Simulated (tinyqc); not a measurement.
What moves the results: electrons shared among three sets of ellipsoidal valleys. A value that a table varies takes the place of the one given here.

F_j(eta) = (1/Gamma(j + 1)) integral_0^infinity x^j dx/(1 + exp(x - eta)), which tends to exp(eta) for eta << 0.

Sets Delta2, Delta4, L: N_i = M_i times N = 2 (m kB T/(4 pi c))^(3/2) with c = hbar^2/2m0, in 1/angstrom^3; times 1e24 for 1/cm^3, m = (ml mt^2)^(1/3); n = sum_i N_i F_1/2((EF - dE_i)/kT), energies from the edge of the first set; mu_drift = sum of share times mobility.

Constants: hbar^2/2m0 = 3.80998211 eV angstrom^2; kB = 8.617333262e-05 eV/K.

Inputs chosen for the exercise (masses and offsets near those of Si; mobilities are free inputs, held fixed; shifted at random, so the results belong to these values and not to a real crystal): dE = (0, 0.015, 0.786) eV (edges of Delta2, Delta4, L above the first, the first two split by strain); M = (2, 4, 4) (valleys in each set); ml = (0.925, 0.925, 1.676) m0 (longitudinal masses of Delta2, Delta4, L); mt = (0.1908, 0.1908, 0.1214) m0 (transverse masses); mu = (1400, 1100, 520) cm^2/(V s) (mobility of each set, for current in the plane normal to the Delta2 axis); n = 4.5e+17 1/cm^3 (total electron density); T = 300 K.

## Transfer between valleys with temperature

Offsets, masses and mobilities are held fixed; n is fixed too, so the high values of T stand for hot electrons, not for the lattice.

Populations:
```
T (K)  EF (eV)  share Delta2  share Delta4  share L  mu_drift
77     -0.0072        0.8134        0.1866   0.0000      1344
150    -0.0316        0.6099        0.3901   0.0000      1283
300    -0.0973        0.4709        0.5291   0.0000      1241
450    -0.1738        0.4237        0.5763   0.0000      1227
600    -0.2570        0.4004        0.5996   0.0000      1220
900    -0.4374        0.3775        0.6224   0.0000      1213
1200   -0.6310        0.3662        0.6335   0.0003      1210
2000   -1.1912        0.3507        0.6430   0.0063      1202
```

What does this show?

The share of Delta2 goes from 0.813 to 0.351 and the mean mobility from 1344 to 1202 cm^2/(V s). Delta2 and Delta4 hold equal numbers between T = 150 and 300 K. The share of L is at most 0.0063.

## Transfer between valleys with doping

Parabolic valleys; band tails and gap narrowing are left out.

Populations:
```
n (1/cm^3)  EF (eV)  share Delta2  share Delta4  share L  mu_drift
1.0e+16     -0.1959        0.4718        0.5282   0.0000      1242
1.0e+17     -0.1363        0.4716        0.5284   0.0000      1241
1.0e+18     -0.0765        0.4698        0.5302   0.0000      1241
3.0e+18     -0.0473        0.4661        0.5339   0.0000      1240
1.0e+19     -0.0138        0.4546        0.5454   0.0000      1236
3.0e+19      0.0214        0.4312        0.5688   0.0000      1229
1.0e+20      0.0746        0.3940        0.6060   0.0000      1218
```

What can be read from the table?

The share of Delta2 goes from 0.472 to 0.394 and the mean mobility from 1242 to 1218 cm^2/(V s). Delta4 holds more than Delta2 throughout. The share of L is at most 1.8e-13.

## Moving the second set by strain or alloying

The second entry of dE is replaced by the values listed; a negative value puts that set lowest.

Populations:
```
offset (eV)  EF (eV)  share Delta2  share Delta4  share L  mu_drift
-0.100       -0.1960        0.0104        0.9896   0.0000      1103
-0.050       -0.1476        0.0678        0.9322   0.0000      1120
0.000        -0.1063        0.3333        0.6667   0.0000      1200
0.025        -0.0925        0.5666        0.4334   0.0000      1270
0.050        -0.0843        0.7737        0.2263   0.0000      1332
0.100        -0.0787        0.9593        0.0407   0.0000      1388
0.150        -0.0778        0.9939        0.0061   0.0000      1398
0.200        -0.0776        0.9991        0.0009   0.0000      1400
0.300        -0.0776        1.0000        0.0000   0.0000      1400
```

What does this show?

The share of Delta2 goes from 0.010 to 1.000 and the mean mobility from 1103 to 1400 cm^2/(V s). Delta2 and Delta4 hold equal numbers between offset = 0 and 0.025 eV. The share of L is at most 1.1e-13. With Boltzmann statistics the first two sets are equal at kT ln(N_2/N_1) = 0.0179 eV.

## What moves the populations

All else solved anew. Each row changes one parameter from the base and keeps the others.

Results:
```
case                               EF (eV)  share Delta2  share Delta4  share L  mu_drift (cm^2/(V s))
base                               -0.0973        0.4709        0.5291   0.0000                   1241
T = 350 K                          -0.1219        0.4506        0.5494   0.0000                   1235
n = 1.35e+18 1/cm^3                -0.0686        0.4692        0.5308   0.0000                   1241
dE = (0, 0.012, 0.786) eV          -0.0989        0.4423        0.5577   0.0000                   1233
mt = (0.1908, 0.229, 0.1214) m0    -0.0999        0.4259        0.5741   0.0000                   1228
ml = (0.925, 1.11, 1.676) m0       -0.0986        0.4483        0.5517   0.0000                   1234
mu = (1680, 1100, 520) cm^2/(V s)  -0.0973        0.4709        0.5291   0.0000                   1373
```

What does this show?

The largest shifts from the base row, up to three for each result and ties (the steps differ in size, so this ranks the rows, not the parameters). EF (eV): n +0.0287, T -0.0246, mt -0.0026; unchanged at the printed digits by mu. share Delta2: mt -0.0450, dE -0.0286, ml -0.0226; unchanged at the printed digits by mu. share Delta4: mt +0.0450, dE +0.0286, ml +0.0226; unchanged at the printed digits by mu. share L: unchanged at the printed digits by T, n, dE, mt, ml and mu. mu_drift (cm^2/(V s)): mu +132, mt -14, dE -9; unchanged at the printed digits by n.

Program tinyqc; command `OMP_NUM_THREADS=1 python tinyqc.py 1681807 1681808 out.jsonl`; about 0.01 s on one thread of a shared Intel(R) Xeon(R) Processor @ 2.30GHz.
